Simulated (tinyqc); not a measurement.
Size effects in the resistivity of thin metal films and interconnect lines: one step, computed by the program tinyqc. Command: `OMP_NUM_THREADS=1 python tinyqc.py 3031444 3031445 out.jsonl size walk`. One thread of a shared host (Intel(R) Xeon(R) Processor @ 2.30GHz), about 0.01 s of CPU time with the checks.

Electrons lose their drift at surfaces (a share 1 - p of the hits) and at grain boundaries (reflection R), besides bulk scattering. The line sits in a trench with a non-conducting liner on both walls and the bottom; the spacing equals the drawn width.

Task: Grain boundaries. Mayadas-Shatzkes: alpha = (lambda/D) R/(1 - R); rho_b/rho = 1 - 3 alpha/2 + 3 alpha^2 - 3 alpha^3 ln(1 + 1/alpha).

Inputs (values chosen for the exercise, modelled on platinum): bulk mean free path lambda = 7.47 nm; grain-boundary reflection R = 0.58.

Geometry: line.

grain size D = 4.37 nm

Give: alpha; rho/rho_b from grains.

Result:

alpha = 2.361

rho/rho_b from grains = 4.202

The linear estimate 1 + 3 alpha/2 gives 4.541, 8 % high; at large alpha the slope is 4/3.
